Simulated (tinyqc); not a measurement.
Energy and delay of logic against supply voltage: one step of the calculation.

One expression serves below and above threshold: I(Vg) = Ik [ln(1 + exp((Vg - VT + dd V)/(al nf Vt)))]^al, with I_on = I(V) and I_off = I(0). Gate delay td = kd C V/I_on, clock period LD td. Per gate and cycle the switching energy is act C V^2 and the leakage energy I_off V LD td. No short-circuit current, no variation. Minima are sought above 0.09 V; below a few Vt gates no longer switch and the model has no meaning.

Question. New V. Minimum-energy supply: E(V) is the energy per gate and cycle; with h = 0.001 V, E' = (E(V + h) - E(V - h))/(2 h), E'' = (E(V - h) - 2 E(V) + E(V + h))/h^2, V(new) = V - E'/E''.

Parameters, values chosen for the exercise; values of the order met in logic technologies: temperature T = 330 K; threshold voltage at zero drain bias VT = 0.25 V; slope factor nf = 1.19; barrier lowering per volt of supply dd = 0.1; specific current of a gate Ik = 1.3 uA; exponent of the current law al = 1.86; load capacitance of a gate C = 2.4 fF; delay factor kd = 0.7; logic depth LD = 40; activity factor act = 0.2.

Constants: q = 1.602176634e-19 C, kB = 1.380649e-23 J/K, Vt = kB T/q. Results are converted to the units shown.

V after iteration 1 = 0.18555899 V

Find: E'; E''; V after iteration 2.

Answer.

E' = -2.477 aJ/V
E'' = 3521 aJ/V^2
V after iteration 2 = 0.1863 V

Computed by the program tinyqc: `OMP_NUM_THREADS=1 python tinyqc.py 2082144 2082145 out.jsonl`, one thread of a shared Intel Xeon 2.30GHz, about 0.01 s for the whole run.
